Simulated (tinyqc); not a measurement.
Comparisons within one model: alloy A(1-x)B(x) by interpolation with bowing. A value that a table varies takes the place of the one given here.

Each gap follows E(x) = (1 - x) E_A + x E_B - C x (1 - x); the lattice constant follows Vegard, a(x) = (1 - x) a_A + x a_B.

Mass at Gamma from the Kane formula 1/m = F + Ep (Eg + 2 Dso/3)/(Eg (Eg + Dso)). F is fixed by the masses of A and B and interpolated linearly, as is Ep; Eg and Dso carry their bowing.

Constants: hc = 1239.841984 eV nm.

Values chosen for the exercise (A near InSb, B near InAs; the results hold for these values, not for the real material): a = (6.472, 6.054) angstrom (lattice constant of A, B); Eg = (0.235, 0.421) eV (gap at Gamma to the s-like level of A, B); EgX = (0.624, 1.436) eV (gap to the lowest valley along Gamma-X of A, B); EgL = (0.941, 1.121) eV (gap to L of A, B); C = (0.623, 0.639, 0.565) eV (bowing of the Gamma, X and L gaps); Dso = (0.802, 0.385) eV (spin-orbit splitting of A, B); Ep = (23, 21.5) eV (Kane energy of A, B); me = (0.0136, 0.0258) m0 (electron mass at Gamma of A, B); Cs = 1.21 eV (bowing of Dso); x = 0.53 (fraction of B).

## Gaps across the alloy

Eleven compositions.

Gaps (eV):

| x | a (angstrom) | Gamma | X | L | lowest | wavelength (nm) |
|---|---|---|---|---|---|---|
| 0.0 | 6.4720 | 0.235 | 0.624 | 0.941 | Gamma | 5276 |
| 0.1 | 6.4302 | 0.198 | 0.648 | 0.908 | Gamma | 6277 |
| 0.2 | 6.3884 | 0.173 | 0.684 | 0.887 | Gamma | 7187 |
| 0.3 | 6.3466 | 0.160 | 0.733 | 0.876 | Gamma | 7750 |
| 0.4 | 6.3048 | 0.160 | 0.795 | 0.877 | Gamma | 7755 |
| 0.5 | 6.2630 | 0.172 | 0.870 | 0.890 | Gamma | 7198 |
| 0.6 | 6.2212 | 0.197 | 0.958 | 0.913 | Gamma | 6291 |
| 0.7 | 6.1794 | 0.234 | 1.058 | 0.948 | Gamma | 5290 |
| 0.8 | 6.1376 | 0.284 | 1.171 | 0.995 | Gamma | 4364 |
| 0.9 | 6.0958 | 0.346 | 1.297 | 1.052 | Gamma | 3580 |
| 1.0 | 6.0540 | 0.421 | 1.436 | 1.121 | Gamma | 2945 |

The lowest valley is Gamma at every x. The Gamma gap has a minimum inside the range, 0.158 eV at x = (C - (E_B - E_A))/(2C) = 0.351, since the bowing exceeds the difference of the end gaps.

## Three ways to interpolate a mass

Linear in m, linear in 1/m, and the Kane formula.

Masses (m0):

| x | Eg (eV) | linear in m | linear in 1/m | Kane | Kane m/Eg (1/eV) |
|---|---|---|---|---|---|
| 0.000 | 0.235 | 0.0136 | 0.0136 | 0.0136 | 0.0579 |
| 0.125 | 0.190 | 0.0151 | 0.0145 | 0.0112 | 0.0587 |
| 0.250 | 0.165 | 0.0167 | 0.0154 | 0.0097 | 0.0589 |
| 0.375 | 0.159 | 0.0182 | 0.0165 | 0.0093 | 0.0586 |
| 0.500 | 0.172 | 0.0197 | 0.0178 | 0.0100 | 0.0578 |
| 0.625 | 0.205 | 0.0212 | 0.0193 | 0.0117 | 0.0571 |
| 0.750 | 0.258 | 0.0227 | 0.0211 | 0.0148 | 0.0573 |
| 0.875 | 0.330 | 0.0243 | 0.0232 | 0.0193 | 0.0587 |
| 1.000 | 0.421 | 0.0258 | 0.0258 | 0.0258 | 0.0613 |

At x = 0.5 the three give 0.0197, 0.0178 and 0.0100; judged by the largest distance, the Kane value is closer to the interpolation in 1/m (largest distances 0.0097 m0 from the rule in m, 0.0079 m0 from the rule in 1/m), and it dips below both end values, following the bowed gap, which neither rule can do. The ratio m/Eg varies by a factor of 1.07 while the gap varies by 2.65; a constant ratio is the two-band rule m = Eg/Ep at fixed Ep.

## What each parameter does

Gaps at x and the Kane mass. Each row changes one parameter from the base and keeps the others.

Results:

| case | Gamma (eV) | X (eV) | L (eV) | mass (m0) |
|---|---|---|---|---|
| base | 0.1784 | 0.8952 | 0.8957 | 0.0103 |
| x = 0.49 | 0.1705 | 0.8622 | 0.8880 | 0.0099 |
| C = (0.723, 0.739, 0.665) eV | 0.1535 | 0.8703 | 0.8707 | 0.0089 |
| Eg = (0.247, 0.421) eV | 0.1840 | 0.8952 | 0.8957 | 0.0104 |
| EgX = (0.624, 1.364) eV | 0.1784 | 0.8570 | 0.8957 | 0.0103 |
| EgL = (0.894, 1.121) eV | 0.1784 | 0.8952 | 0.8736 | 0.0103 |
| Ep = (25.3, 23.7) eV | 0.1784 | 0.8952 | 0.8957 | 0.0098 |
| Cs = 1.26 eV | 0.1784 | 0.8952 | 0.8957 | 0.0102 |

The largest shifts from the base row, up to three for each result and ties (the steps differ in size, so this ranks the rows, not the parameters). Gamma (eV): C -0.0249, x -0.0079, Eg +0.0056; unchanged at the printed digits by EgX, EgL, Ep and Cs. X (eV): EgX -0.0382, x -0.0330, C -0.0249; unchanged at the printed digits by Eg, EgL, Ep and Cs. L (eV): C -0.0249, EgL -0.0221, x -0.0077; unchanged at the printed digits by Eg, EgX, Ep and Cs. mass (m0): C -0.0013, Ep -0.0004, x -0.0004; unchanged at the printed digits by EgX and EgL.

Program tinyqc; command `OMP_NUM_THREADS=1 python tinyqc.py 1051516 1051517 out.jsonl`; about 0.01 s on one thread of a shared Intel(R) Xeon(R) Processor @ 2.30GHz.
